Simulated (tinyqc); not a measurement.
Worked calculation: hydrogen passivation of interface dangling bonds: competing passivation and dissociation with distributed barriers. Computed by tinyqc, a small Python program that keeps every step. Command: `OMP_NUM_THREADS=1 python tinyqc.py 3021807 3021808 out.jsonl passiv walk`. One thread of a shared host (Intel(R) Xeon(R) Processor @ 2.30GHz), about 0.03 s of CPU time with the checks. Intermediate numbers are printed to about 6 digits and carried at full precision; extremes and crossings named in words are read from the listed rows.

P_b + H2 gives P_bH + H at the rate k_f [H2]; P_bH gives P_b + H at the rate k_d. All defects start unpassivated. E_f and E_d are Gaussian and independent.

Inputs (values chosen for the exercise, close to those used for P_b centres at the silicon-oxide interface):

| quantity | value | unit |
|---|---|---|
| defect density N0 | 5e+11 | 1/cm^2 |
| passivation prefactor k_f0 | 3.3e-08 | cm^3/s |
| mean passivation barrier E_f | 1.52 | eV |
| spread sigma_f | 0.064 | eV |
| dissociation prefactor k_d0 | 9.6e+12 | 1/s |
| mean dissociation barrier E_d | 2.76 | eV |
| spread sigma_d | 0.072 | eV |
| H2 in the oxide per atm, solubility factor | 4.8e+17 | 1/(cm^3 atm) |
| hydrogen pressure p | 0.1 | atm |
| anneal temperature T | 550 | C |
| anneal time t | 180 | s |
| oxide thickness | 12 | nm |

Constants: k_B = 8.617333262e-05 eV/K; e = 1.602176634e-19 C; eps_0 = 8.8541878128e-12 F/m.

## Single barriers

[H2] = solubility factor x p; a = k_f0 [H2] exp(-E_f/(k_B T)), d = k_d0 exp(-E_d/(k_B T)). For one pair of barriers the active share is y = [d + a exp(-(a + d) t)]/(a + d). Temperatures in kelvin are T(C) + 273.15.

passivation rate a = 0.782487 1/s

dissociation rate d = 1.21347e-04 1/s

a t = 140.848

steady active share d/(a + d) = 1.55055e-04

active share, single barriers = 1.55055e-04

Passivation has run its course, and the balance with dissociation sets the remainder. Caution: single-barrier shares below about 1e-3 are formal; measured passivation levels off well above them.

## Distributed barriers

Average y over both Gaussians with 40 x 40 Gauss-Hermite points. Active density N0 y; threshold shift if each active defect holds one charge, e N0 y t_ox/(3.9 eps_0).

active share y = 3.92520e-04

active density = 1.96260e+08 1/cm^2

threshold shift = 0.109272 mV

The spread changes the remainder by a factor 2.53: sigma_f/(k_B T) = 0.90 and sigma_d/(k_B T) = 1.02. Caution: densities below a few 1e9 per cm^2 are formal: other defects set the floor in real interfaces.

## Best anneal temperature for this time and pressure

Minimise the averaged y over T between 150 and 900 C: find where ln y is equal at T - 0.05 and T + 0.05 C; T is rounded to 0.1 C.

best temperature = 529.6 C

least active share = 3.06537e-04

Caution: a least active share below 1e-3 is a property of the model; measured passivation levels off well above it. Caution: atomic hydrogen, which both passivates and depassivates, and further passivation during cooling are left out.

## Isochronal anneals

The formulas are those given above.

Active share after the time t:

| T (C) | a (1/s) | d (1/s) | single barriers | distributed |
|---|---|---|---|---|
| 200 | 1.02190e-07 | 3.83715e-17 | 9.99982e-01 | 9.99937e-01 |
| 250 | 3.60411e-06 | 2.47596e-14 | 9.99351e-01 | 9.98234e-01 |
| 300 | 6.82667e-05 | 5.16717e-12 | 9.87787e-01 | 9.73353e-01 |
| 350 | 8.06542e-04 | 4.57655e-10 | 8.64869e-01 | 7.95615e-01 |
| 400 | 6.60285e-03 | 2.08230e-08 | 3.04675e-01 | 3.43000e-01 |
| 450 | 4.04174e-02 | 5.58823e-07 | 7.06292e-04 | 4.26463e-02 |
| 500 | 1.95720e-01 | 9.79967e-06 | 5.00673e-05 | 1.14242e-03 |
| 600 | 2.66926e+00 | 1.12639e-03 | 4.21808e-04 | 9.53108e-04 |
| 700 | 2.12782e+01 | 4.88316e-02 | 2.28966e-03 | 4.36945e-03 |
| 800 | 1.15202e+02 | 1.04864e+00 | 9.02056e-03 | 1.50109e-02 |

The distributed share is least at 600 C among these rows, 9.5e-4, and the search puts the optimum at 529.6 C. On the cold side defects with high E_f survive; on the hot side dissociation, with the larger barrier, gains on passivation with an energy E_d - E_f = 1.24 eV. In that row single barriers give 4.2e-4, so the spread raises the floor. Caution: shares below about 1e-3 in these rows are formal; measured passivation levels off well above them.

Checks made by the program: Gauss-Hermite average against a fine uniform grid (relative difference 3e-08).
